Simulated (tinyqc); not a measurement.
What each parameter does: polytypes by hexagonality, and a cubic inclusion as a quantum well.

Gap: E3 + (E2 - E3) h. Valence top Ev2 h and polarisation P2 h, both counted from 3C; Ec = Ev + gap.

A cubic inclusion of width L = N d in the host (h = 1) is a well of depth V = Ec(host) - Ec(3C). Square well with mass mismatch: k tan(k L/2) = (m_w/m_b) q, k = sqrt(m_w E/c), q = sqrt(m_b (V - E)/c), c = hbar^2/2m0, lowest root. The depth of the level, V - E, is its binding, and the transition to the valence top of the host is gap(host) - (V - E). The step in polarisation gives a field |F| = |P|/(eps eps0) in a thin inclusion, eps0 = 8.8541878e-12 F/m.

Constants: hbar^2/2m0 = 3.80998211 eV angstrom^2.

Values chosen for the exercise (of the order of those of GaAs; the results hold for these values, not for the real material): E3 = 1.52 eV (gap of the cubic polytype); E2 = 1.531 eV (gap of 2H); Ev2 = 0.103 eV (valence top of 2H above that of 3C); P2 = 0.002 C/m^2 (spontaneous polarisation of 2H); m = (0.069, 0.062) m0 (electron mass along c in the cubic layer and in the host); d = 3.269 angstrom (thickness of a double layer); eps = 12.6 (dielectric constant); N = 9 (double layers in the cubic inclusion).

Well depth, depth of the level, transition without the field and field.

One parameter was then changed.

Results before and after:
```
case     V (eV)  depth (eV)  transition (eV)  |F| (MV/cm)
base     0.1140      0.0308           1.5002        0.179
changed  0.1140      0.0354           1.4956        0.179
```

Which of these changes was made? (a) E3 = 1.5 eV; (b) P2 = 0.0026 C/m^2; (c) eps = 13.6; (d) N = 10; (e) m = (0.083, 0.062) m0; (f) Ev2 = 0.133 eV; (g) E2 = 1.561 eV.

Answer: (d) N = 10. Of the candidates, run in turn, only this one gives the changed row.

All candidates:
```
case                   V (eV)  depth (eV)  transition (eV)  |F| (MV/cm)
base                   0.1140      0.0308           1.5002        0.179
N = 10                 0.1140      0.0354           1.4956        0.179
Ev2 = 0.133 eV         0.1440      0.0454           1.4856        0.179
E3 = 1.5 eV            0.1340      0.0404           1.4906        0.179
E2 = 1.561 eV          0.1440      0.0454           1.5156        0.179
P2 = 0.0026 C/m^2      0.1140      0.0308           1.5002        0.233
eps = 13.6             0.1140      0.0308           1.5002        0.166
m = (0.083, 0.062) m0  0.1140      0.0317           1.4993        0.179
```

Run: tinyqc, `OMP_NUM_THREADS=1 python tinyqc.py 1880876 1880877 out.jsonl`; Intel(R) Xeon(R) Processor @ 2.30GHz, one thread, shared host; about 0.07 s of CPU time with all checks.
